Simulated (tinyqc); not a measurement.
Changing the stress X (tension positive): strain, valley repopulation and piezoresistance in a many-valley conduction band. Computed by tinyqc, a small Python program. Command: `OMP_NUM_THREADS=1 python tinyqc.py 3024077 3024078 out.jsonl valleys sweep`. One thread of a shared host (Intel(R) Xeon(R) Processor @ 2.30GHz), about 0.05 s of CPU time with the checks.

Valleys are ellipsoids with mass m_l along the axis a and m_t across it, parabolic, with one constant relaxation time; strain shifts the valleys and leaves the masses alone. Currents are taken along [100], along the load, and along [010], across the load.

Inputs (values chosen for the exercise, modelled on silicon):

| quantity | value | unit |
|---|---|---|
| longitudinal mass m_l | 0.94 | m_0 |
| transverse mass m_t | 0.195 | m_0 |
| shear deformation potential Xi_u | 9.12 | eV |
| dilation deformation potential Xi_d | 1.1 | eV |
| C11 | 166 | GPa |
| C12 | 63.5 | GPa |
| C44 | 79.3 | GPa |
| electron density n | 3e+17 | 1/cm^3 |
| relaxation time tau | 360 | fs |
| temperature T | 350 | K |

Valley axes: <100> (6 valleys in 3 pairs). Load: uniaxial [100].

Constants: k_B = 8.617333262e-05 eV/K; m_0 = 9.1093837015e-31 kg; k_B = 1.380649e-23 J/K; hbar = 1.054571817e-34 J s; e = 1.602176634e-19 C.

Method:
- Compliances S11 = (C11 + C12)/((C11 - C12)(C11 + 2 C12)), S12 = -C12/((C11 - C12)(C11 + 2 C12)), S44 = 1/C44; stress sigma_ij = X n_i n_j for the unit vector n of the load; e_xx = S11 sigma_xx + S12 (sigma_yy + sigma_zz), e_xy = S44 sigma_xy/2 (tensor strain).
- Herring-Vogt shift of a valley with unit axis a: dE = Xi_d tr(e) + Xi_u a.e.a.
- Each of the 6 valleys holds n_v = N_v (2/sqrt(pi)) F_1/2((E_F - dE_v)/(k_B T)), N_v = 2 (m_d k_B T/(2 pi hbar^2))^(3/2), m_d = (m_l m_t^2)^(1/3); E_F solves sum n_v = n and is counted from the unstrained edge.
- F_j(eta) = int_0^infinity x^j/(1 + exp(x - eta)) dx, without a gamma-function factor. It is evaluated after integrating by parts.
- Integrals over x = E/(k_B T) use 160 Gauss-Legendre points in u = sqrt(x) from 0 to sqrt(max(eta, 0) + 32).
- Mobility tensor mu = e tau sum_v (n_v/n) [1/m_t + (1/m_l - 1/m_t) a a^T]; unstrained mu_0 = e tau (1/m_l + 2/m_t)/3; resistivity along d from the inverse tensor, rho_d = d.mu^-1.d/(n e), mobility along d = 1/(d.mu^-1.d); gauge pi_d = (rho_d/rho_0 - 1)/X.

One run for each value:

| stress X (tension positive) (MPa) | mobility along the first direction (cm^2/(V s)) | mobility along the second direction (cm^2/(V s)) | Fermi level E_F (meV) | splitting (highest minus lowest) (meV) |
|---|---|---|---|---|
| -2000 | 687.7 | 3240.0 | -257.94 | 177.95 |
| -1560 | 724.6 | 3221.5 | -226.07 | 138.80 |
| -1110 | 856.0 | 3155.9 | -194.64 | 98.76 |
| -667 | 1238.5 | 2964.6 | -167.41 | 59.35 |
| -222 | 1986.3 | 2590.7 | -148.84 | 19.75 |
| 222 | 2715.7 | 2226.0 | -142.37 | 19.75 |
| 667 | 3078.4 | 2044.7 | -144.33 | 59.35 |
| 1110 | 3199.1 | 1984.3 | -149.73 | 98.76 |
| 1560 | 3234.2 | 1966.8 | -156.30 | 138.80 |
| 2000 | 3243.5 | 1962.1 | -163.02 | 177.95 |

Over the rows, mobility along the first direction (cm^2/(V s)) rises from 688 to 3240; mobility along the second direction (cm^2/(V s)) falls from 3240 to 1960; Fermi level E_F (meV) goes from -258 through a maximum among these rows, -142 at 222, to -163. The sign of the stress decides which valleys drop; electrons gather there, and each direction then sees the mix of light and heavy mass that those valleys present to it, until the upper valleys are empty.

Caution (rows -2000, -1560, -1110, 1110, 1560, 2000): strain near 1 % also warps the bands and changes masses and intervalley scattering, which this model leaves out.

Extremes, crossings and ranges named in words are read from the listed rows.
